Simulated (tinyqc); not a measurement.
Bandgap voltage reference from two bipolar transistors: effect of the area ratio of the second transistor.

Two transistors of area 1 and N carry the same current I. Is(T) = Is (T/T0)^eta exp[(Vg0 q/kB)(1/T0 - 1/T)], VBE1 = Vt ln(I/Is(T)) + I rb, VBE2 = Vt ln(I/(N Is(T))) + I rb/N. The amplifier forces I R1(T) = VBE1 - VBE2 + Vos, with R(T) = R (1 + tc (T - T0)) for both resistors, and the output is Vref = VBE1 + I R2(T). Base currents and the Early effect are neglected.

Vt = kB T/q; I = (Vt ln N + Vos)/(R1(T) - rb (1 - 1/N)). Box coefficient: span of Vref between 233 and 398 K over its average over T and over 165 K. The last column is the R2 that gives zero slope at T0.

Inputs (values chosen for the exercise); values of the order met in silicon bipolar transistors:
- T0 = 323 K (reference temperature)
- Vg0 = 1.18 V (band-gap voltage extrapolated to 0 K)
- eta = 3.4 (temperature exponent of the saturation current)
- Is = 2e-16 A (saturation current of the unit transistor at T0)
- R1 = 4.6 kohm (resistor across which the difference of VBE falls, at T0)
- tc = -300 ppm/K (temperature coefficient of both resistors)
- Vos = 0 mV (offset of the amplifier)
- rb = 0 ohm (series resistance of the unit transistor)
- R2 = 38.83 kohm (output resistor at T0)

Constants: q = 1.602176634e-19 C, kB = 1.380649e-23 J/K. Results are converted to the units shown.

Effect of the area ratio of the second transistor:
```
N,I at T0 (uA),Vref at T0 (V),slope at T0 (uV/K),box coefficient (ppm/K),R2 for zero slope (kohm)
2,4.194,0.8244,-1299,1551,138.9
4,8.388,1.007,-735.5,720.5,67.15
8,12.58,1.181,-196.4,160.4,43.87
15,16.39,1.336,283.6,218.0,33.24
24,19.23,1.451,639.3,447.2,28.09
48,23.42,1.619,1161,725.3,22.83
100,27.87,1.796,1709,962.7,19.02
```

Read the table: what changes, and by how much?

As N goes from 2 to 100, Vref rises from 0.8244 to 1.796 V and the box coefficient goes from 1550 through a minimum of 160 (at N = 8 among the rows listed) to 963 ppm/K. A larger N needs a smaller R2/R1, which lowers the gain seen by offset and noise.

Program tinyqc, `OMP_NUM_THREADS=1 python tinyqc.py 2062006 2062007 out.jsonl`; Intel Xeon 2.30GHz, shared host, one thread, about 0.03 s.
